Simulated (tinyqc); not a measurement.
Worked calculation: polytypes by hexagonality, and a cubic inclusion as a quantum well. Values are carried at full precision from step to step, so a last printed digit may differ when a step is redone from the rounded ones.

A layer is h if its two neighbours in the periodic sequence sit on the same site, k otherwise; the hexagonality h is the share of h layers.

Constants: hbar^2/2m0 = 3.80998211 eV angstrom^2.

Values chosen for the exercise (of the order of those of InP; not measured data):
- E3 = 1.423 eV (gap of the cubic polytype)
- E2 = 1.503 eV (gap of 2H)
- Ev2 = 0.044 eV (valence top of 2H above that of 3C)
- P2 = -0.0019 C/m^2 (spontaneous polarisation of 2H)
- m = (0.075, 0.08) m0 (electron mass along c in the cubic layer and in the host)
- d = 3.391 angstrom (thickness of a double layer)
- eps = 12.7 (dielectric constant)
- N = 12 (double layers in the cubic inclusion)

## Hexagonality

Stacking sequences:
```
polytype         sequence
3C                    ABC
9R              ABCBCACAB
2H                     AB
4H                   ABCB
15R       ABCACBCABACABCB
```

Give the h/k string and h of each.

Hexagonality:
```
polytype       h/k string       h
3C                    kkk  0.0000
9R              hkhhkhhkh  0.6667
2H                     hh  1.0000
4H                   hkhk  0.5000
15R       hkkhkhkkhkhkkhk  0.4000
```

## Gaps and band edges

Gap: E3 + (E2 - E3) h. Valence top Ev2 h and polarisation P2 h, both counted from 3C; Ec = Ev + gap.

Evaluate for each polytype.

Results:
```
polytype  gap (eV)  Ev (eV)  Ec (eV)  P (C/m^2)
3C          1.4230   0.0000   1.4230    0.00000
9R          1.4763   0.0293   1.5057   -0.00127
2H          1.5030   0.0440   1.5470   -0.00190
4H          1.4630   0.0220   1.4850   -0.00095
15R         1.4550   0.0176   1.4726   -0.00076
```

The widest gap is that of 2H, the narrowest that of 3C. Ev and Ec both rise with h, so 3C collects electrons and the more hexagonal side holes: a staggered line-up.

## The bound level without the field

A cubic inclusion of width L = N d in the host (h = 1) is a well of depth V = Ec(host) - Ec(3C). Square well with mass mismatch: k tan(k L/2) = (m_w/m_b) q, k = sqrt(m_w E/c), q = sqrt(m_b (V - E)/c), c = hbar^2/2m0, lowest root. The depth of the level, V - E, is its binding, and the transition to the valence top of the host is gap(host) - (V - E). The step in polarisation gives a field |F| = |P|/(eps eps0) in a thin inclusion, eps0 = 8.8541878e-12 F/m.

Give V, L, the level E, its depth below the host conduction edge and the transition to the valence top of the host, gap(host) - (V - E).

V = 0.1240 eV
L = 40.692 angstrom
E above the bottom = 0.0663 eV
depth below the host edge = 0.0577 eV
transition = 1.4453 eV

The level keeps 47 % of the well depth. The transition lies above the gap of 3C itself (1.423 eV).

## The polarisation field

Give |F|, the drop |F| L, the bound charge |P|/e per cm^2 (e = 1.602176634e-19 C), and, as a first estimate, the shift -|F| L/2 of the transition for an electron centred in the layer and a hole in the host on the high side.

|F| = 0.169 MV/cm
drop = 68.8 meV
bound charge = 1.19e+12 cm^-2
estimated shift = -34.4 meV

The drop is 55 % of the well depth. The host edge on the low side sinks by 34 meV against the centre, less than the 58 meV by which the flat well binds.

## Checks

- Square-well root against finite differences on a grid of 0.5 angstrom (eV): both 0.066.

Computed by tinyqc, a small Python program: `OMP_NUM_THREADS=1 python tinyqc.py 1851076 1851077 out.jsonl` (the numbers bound the seed that draws the inputs); one thread of a shared host (Intel(R) Xeon(R) Processor @ 2.30GHz), about 0.08 s for the whole set of steps.
